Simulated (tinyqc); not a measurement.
Pinning factor and decay constant from two barriers.

Inverse problem. phiB = S (phiM - chi) + (1 - S)(Eg - E0) with S = 1/(1 + (1/S0 - 1) exp(-be ti)). Find S0, S at the given thickness and be.

Values chosen for this exercise; semiconductor values close to those of silicon; interlayer mass of the order of that in hafnium oxide, offset chosen freely:
```
symbol  value  unit                                         meaning
Eg       1.08    eV                                        band gap
chi      4.07    eV                               electron affinity
E0       0.35    eV  charge-neutrality level above the valence band
phiM     4.45    eV                             metal work function
```

phiB at ti = 0, 0.2 nm (eV): [0.639, 0.54852521]

Answer. Each barrier gives its S by linear interpolation between the pinned and the unpinned value; the ratio of the two values of 1/S - 1 is exp(be ti).

S0 = 0.2600
S = 0.5185
be = 5.600 1/nm

tinyqc, about 0.02 s, one thread, Intel Xeon 2.30GHz (shared host): `OMP_NUM_THREADS=1 python tinyqc.py 2270075 2270076 out.jsonl`
